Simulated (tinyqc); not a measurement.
Gate work function from the charge.

Question. For an undoped double gate, Q = 8 eps0 eps_r Vt beta tan(beta)/ts with 0 < beta < pi/2, and at the source (Vg - dphi)/(2 Vt) - ln[(2/ts) sqrt(2 eps0 eps_r Vt/(q ni))] = ln(beta) - ln(cos beta) + 2 r beta tan(beta), r = eps_r tox/(eox ts). Find beta and dphi.

Values chosen for this exercise; material values close to those of silicon:
```
symbol  value  unit                                      meaning
T         300     K                                  temperature
eps_r    11.7         relative permittivity of the semiconductor
eox      7.22        relative permittivity of the gate insulator
tox       3.5    nm                          insulator thickness
ts          5    nm                               body thickness
Vg       0.55     V                                 gate voltage
```

Constants: q = 1.602176634e-19 C, kB = 1.380649e-23 J/K, Vt = kB T/q, eps0 = 8.8541878128e-14 F/cm where lengths are in cm. Results are converted to the units shown.

Qs = 116.10125 nC/cm^2
ni = 7.3427729e9 cm^-3

Solution. beta tan(beta) rises from 0 without bound on the interval, so the charge fixes beta; the second relation is then explicit in dphi.

beta = 0.4982
dphi = 0.02000 V

Computed by the program tinyqc: `OMP_NUM_THREADS=1 python tinyqc.py 2440113 2440114 out.jsonl`, one thread of a shared Intel Xeon 2.30GHz, about 0.03 s for the whole run.
